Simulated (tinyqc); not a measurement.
A log to judge: velocity overshoot from momentum and energy balance equations after a field step. Computed by tinyqc. Command: `OMP_NUM_THREADS=1 python tinyqc.py 3013578 3013579 out.jsonl overshoot walk`. One thread of a shared host (Intel(R) Xeon(R) Processor @ 2.30GHz), about 0.02 s of CPU time with the checks.

At t = 0 the field jumps from 0 to F in a uniform sample. v is the drift velocity and u = w - (3/2) k_B T the excess energy per carrier.

Inputs (values chosen for the exercise, modelled on electrons in germanium except for tau_E):
```
quantity                      value        unit
effective mass m               0.12         m_0
low-field mobility mu_0        3900  cm^2/(V s)
saturation velocity v_s        0.62    1e7 cm/s
energy relaxation time tau_E   0.37          ps
field after the step F          1.6       kV/cm
lattice temperature T           300           K
time step dt                    330          fs
```

Scheme: explicit Euler.

Constants: m_0 = 9.1093837015e-31 kg; e = 1.602176634e-19 C; k_B = 8.617333262e-05 eV/K.

Method:
- dv/dt = e F/m - v/tau_m(u), du/dt = e F v - u/tau_E, tau_m(u) = tau_0/(1 + c u), tau_0 = m mu_0/e, c = mu_0/(e tau_E v_s^2); this choice gives the steady state v (1 + mu_0 F v/v_s^2) = mu_0 F, which saturates at v_s. Steady velocity v = 2 mu_0 F/(1 + sqrt(1 + 4 (mu_0 F/v_s)^2)); u = e F v tau_E; carrier temperature T + 2u/(3 k_B), neglecting the drift energy m v^2/2.
- Step: v_new = v + dt (e F/m - v/tau_m(u)), u_new = u + dt (e F v - u/tau_E). Start v = u = 0; the distance adds dt (v + v_new)/2.
- Run to 8 times the larger of tau_E and tau_0, but at most 20001 steps, and stop early if |v| > 1000 v_s or u < -1/(2c); the run is accepted if the last v is within 0.5 % of the steady value.

Selected steps, the peak among them:
```
step  t (fs)  v (1e7 cm/s)       u (eV)  distance (nm)
1        330       0.77388   0.00000000         12.769
2        660       0.58800   0.00408609         35.240
3        990      -0.18441   0.00354638         41.899
4       1320       1.04058  -0.00059031         56.026
5       1650       0.73283   0.00543045         85.287
6       1980      -0.75549   0.00445643         84.913
7       2310       2.10029  -0.00350721        107.103
```

Can the last value be used, and what does the course show?

No. The run fails. Linearised at the steady state the two equations have the rates -0.0044 +/- 0.0019i per fs; the explicit step is stable only for dt < 2 |Re|/|rate|^2 = 385.7 fs, against dt = 330 fs; so near that limit the swings die out too slowly. Reruns converge with time step dt = 33.0; or with scheme = implicit in the damping.
